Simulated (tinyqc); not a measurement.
Inside a calculation: polytypes by hexagonality, and a cubic inclusion as a quantum well. Values are carried at full precision from step to step, so a last printed digit may differ when a step is redone from the rounded ones.

A layer is h if its two neighbours in the periodic sequence sit on the same site, k otherwise; the hexagonality h is the share of h layers.

Constants: hbar^2/2m0 = 3.80998211 eV angstrom^2.

Values chosen for the exercise (of the order of those of SiC; not measured data): E3 = 2.388 eV (gap of the cubic polytype); E2 = 3.313 eV (gap of 2H); Ev2 = 0.114 eV (valence top of 2H above that of 3C); P2 = -0.036 C/m^2 (spontaneous polarisation of 2H); Es = 3.263 eV (gap at the hexagonality hs); hs = 0.5 (hexagonality up to which the first line holds); m = (0.325, 0.352) m0 (electron mass along c in the cubic layer and in the host); d = 2.514 angstrom (thickness of a double layer); eps = 10.3 (dielectric constant); N = 8 (double layers in the cubic inclusion).

## Hexagonality

Stacking sequences:
```
polytype    sequence
9R         ABCBCACAB
6H            ABCACB
8H          ABCABACB
10H       ABCABCBACB
2H                AB
```

Give the h/k string and h of each.

Hexagonality:
```
polytype  h/k string       h
9R         hkhhkhhkh  0.6667
6H            hkkhkk  0.3333
8H          hkkkhkkk  0.2500
10H       hkkkkhkkkk  0.2000
2H                hh  1.0000
```

## Gaps and band edges

Gap: E3 + (Es - E3) h/hs for h up to hs, then linear from Es to E2 at h = 1. Valence top Ev2 h and polarisation P2 h, both counted from 3C; Ec = Ev + gap.

Evaluate for each polytype.

Results:
```
polytype  gap (eV)  Ev (eV)  Ec (eV)  P (C/m^2)
9R          3.2797   0.0760   3.3557   -0.02400
6H          2.9713   0.0380   3.0093   -0.01200
8H          2.8255   0.0285   2.8540   -0.00900
10H         2.7380   0.0228   2.7608   -0.00720
2H          3.3130   0.1140   3.4270   -0.03600
```

The widest gap is that of 2H, the narrowest that of 10H. Ev and Ec both rise with h, so 3C collects electrons and the more hexagonal side holes: a staggered line-up.

## The bound level without the field

A cubic inclusion of width L = N d in the host (h = 0.3333) is a well of depth V = Ec(host) - Ec(3C). Square well with mass mismatch: k tan(k L/2) = (m_w/m_b) q, k = sqrt(m_w E/c), q = sqrt(m_b (V - E)/c), c = hbar^2/2m0, lowest root. The depth of the level, V - E, is its binding, and the transition to the valence top of the host is gap(host) - (V - E). The step in polarisation gives a field |F| = |P|/(eps eps0) in a thin inclusion, eps0 = 8.8541878e-12 F/m.

Give V, L, the level E, its depth below the host conduction edge and the transition to the valence top of the host, gap(host) - (V - E).

V = 0.6213 eV
L = 20.112 angstrom
E above the bottom = 0.1334 eV
depth below the host edge = 0.4880 eV
transition = 2.4834 eV

The level keeps 79 % of the well depth. The transition lies above the gap of 3C itself (2.388 eV).

## The polarisation field

Give |F|, the drop |F| L, the bound charge |P|/e per cm^2 (e = 1.602176634e-19 C), and, as a first estimate, the shift -|F| L/2 of the transition for an electron centred in the layer and a hole in the host on the high side.

|F| = 1.316 MV/cm
drop = 264.6 meV
bound charge = 7.49e+12 cm^-2
estimated shift = -132.3 meV

The drop is 43 % of the well depth. The host edge on the low side sinks by 132 meV against the centre, less than the 488 meV by which the flat well binds.

## Checks

- Square-well root against finite differences on a grid of 0.5 angstrom (eV): both 0.133.

Program tinyqc; command `OMP_NUM_THREADS=1 python tinyqc.py 1850873 1850874 out.jsonl`; about 0.04 s on one thread of a shared Intel(R) Xeon(R) Processor @ 2.30GHz.
